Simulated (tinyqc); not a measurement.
Trap-assisted generation and recombination current of an abrupt junction: one step, computed by the program tinyqc. Command: `OMP_NUM_THREADS=1 python tinyqc.py 3021506 3021507 out.jsonl junctionleak walk`. One thread of a shared host (Intel(R) Xeon(R) Processor @ 2.30GHz), about 0.01 s of CPU time with the checks.

Depletion approximation, flat quasi-Fermi levels across the depleted layer, long neutral regions with minority lifetimes tau_n and tau_p, full ionisation and Boltzmann statistics. Voltages in exponents stand for e V.

Question. Depleted layer under reverse bias. W = sqrt(2 eps eps_0 (V_bi - V)(1/N_A + 1/N_D)/e), x_p = W N_D/(N_A + N_D), x_n = W - x_p, peak field F_m = 2 (V_bi - V)/W; reverse bias means V = -V_r.

Inputs (values chosen for the exercise, with bands and screening modelled on GaSb):

| quantity | value | unit |
|---|---|---|
| gap E_g | 0.733 | eV |
| electron mass m_e | 0.0404 | m_0 |
| valleys M_c | 1 | - |
| dielectric constant eps | 15.2 | - |
| acceptor density N_A | 1.8e+16 | cm^-3 |
| donor density N_D | 6.2e+18 | cm^-3 |
| reverse bias V_r | 5.5 | V |
| temperature T | 300 | K |

Field enhancement: none.

V_bi = 0.6710370 V

Constants: eps_0 = 8.8541878128e-12 F/m; e = 1.602176634e-19 C.

Give: W; x_p; x_n; peak field F_m.

Answer.

W = 760.03 nm

x_p = 757.83 nm

x_n = 2.2001 nm

peak field F_m = 1.6239e+05 V/cm

Caution: one side is doped near or above its effective density of states, so Boltzmann statistics understate V_bi. Caution: at such a field avalanche multiplication or band-to-band tunnelling, left out here, may dominate the reverse current.
